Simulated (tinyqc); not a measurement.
Double-gate transistor, scale length and short-channel effects: one step of the calculation.

A body of thickness ts between two insulators of thickness ti and two tied gates. Below threshold the potential that source and drain add obeys Laplace's equation and vanishes on the gate. Its lowest mode decays along the channel as exp(-k y); k is the smallest positive root of the matching condition at the interface, and the scale length is Lambda = pi/k.

Problem. Scan of the matching condition. f(k) = ei cos(k ti) cos(k ts/2) - eps_r sin(k ti) sin(k ts/2).

Inputs (values chosen for the exercise); permittivities: semiconductor close to that of gallium nitride, insulator close to that of aluminium oxide: relative permittivity of the semiconductor eps_r = 9.42; relative permittivity of the insulator ei = 9.18; insulator thickness ti = 1.5 nm; body thickness ts = 3.1 nm.

k, point 0 to 7 (1/nm): [0.1025, 0.205, 0.3075, 0.41, 0.5125, 0.615, 0.7175, 0.82]

Wanted: f(k).

Solution.

f(k), point 0 to 7: [8.729, 7.421, 5.381, 2.808, -0.049, -2.912, -5.505, -7.576]

The first change of sign lies between k = 0.41 and 0.5125 1/nm.

Program tinyqc, `OMP_NUM_THREADS=1 python tinyqc.py 2420153 2420154 out.jsonl`; Intel Xeon 2.30GHz, shared host, one thread, about 0.01 s.
